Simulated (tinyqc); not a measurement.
Changing the overall fraction x0: regular and subregular solution with a miscibility gap. Computed by tinyqc, a small Python program. Command: `OMP_NUM_THREADS=1 python tinyqc.py 3011389 3011390 out.jsonl regsol sweep`. One thread of a shared host (Intel(R) Xeon(R) Processor @ 2.30GHz), about 0.02 s of CPU time with the checks.

Per mole of mixing sites: G(x) = x (1 - x) [L0 + L1 (1 - 2x)] + R T [x ln x + (1 - x) ln(1 - x)], x the fraction of B.

Inputs (values chosen for the exercise, modelled on GaAs(1-x)Sb(x)):

| quantity | value | unit |
|---|---|---|
| lattice constant a_A | 5.653 | angstrom |
| lattice constant a_B | 6.096 | angstrom |
| constant K | 49600 | kJ angstrom^2.5/mol |
| asymmetry L1 | -0.013 | kJ/mol |
| temperature T | 809 | K |
| start value s0 | 0.02 | - |

Source of L0: delta-lattice-parameter rule.

Constants: R = 8.314462618 J/(mol K).

Method:
- A bonding enthalpy -K a^(-2.5) with a linear in x gives L0 = 4.375 K (a_A - a_B)^2/abar^4.5, abar the mean lattice constant; eta = (a_B - a_A)/abar.
- G' = L0 (1 - 2x) + L1 (1 - 6x + 6x^2) + R T ln[x/(1 - x)]; G'' = -2 L0 - 6 L1 (1 - 2x) + R T/[x (1 - x)].
- Common tangent: F1 = G'(x1) - G'(x2) = 0 and F2 = [G - x G'](x1) - [G - x G'](x2) = 0. Newton step: J = [[G''(x1), -G''(x2)], [-x1 G''(x1), x2 G''(x2)]], J dx = -F; a step that would leave 0 < x < 1 is halved until it stays inside. The start is x1 = s0, x2 = 1 - s0.
- Stop when the step is below 1e-12, or when x1 and x2 meet within 1e-5; residuals under 1e-7 are shown as 0.
- Inside the gap the B-rich phase has the fraction f = (x0 - x1)/(x2 - x1), and the gain is (1 - f) G(x1) + f G(x2) - G(x0); outside it one phase remains.

One run for each value:

| overall fraction x0 | fraction f of the B-rich phase | free energy of decomposition (J/mol) |
|---|---|---|
| 0.05 | 0.0000 | 0.000 |
| 0.15 | 0.0000 | 0.000 |
| 0.25 | 0.0000 | 0.000 |
| 0.35 | 0.1965 | -17.512 |
| 0.45 | 0.3981 | -38.948 |
| 0.55 | 0.5998 | -39.101 |
| 0.65 | 0.8014 | -17.816 |
| 0.75 | 1.0000 | 0.000 |
| 0.85 | 1.0000 | 0.000 |
| 0.95 | 1.0000 | 0.000 |

What does the table show?

Over the rows, fraction f of the B-rich phase rises from 0 to 1.00, flat over part of the range; free energy of decomposition (J/mol) goes from 0 through a minimum among these rows, -39.1 at 0.550, to 0.

Extremes, crossings and ranges named in words are read from the listed rows.
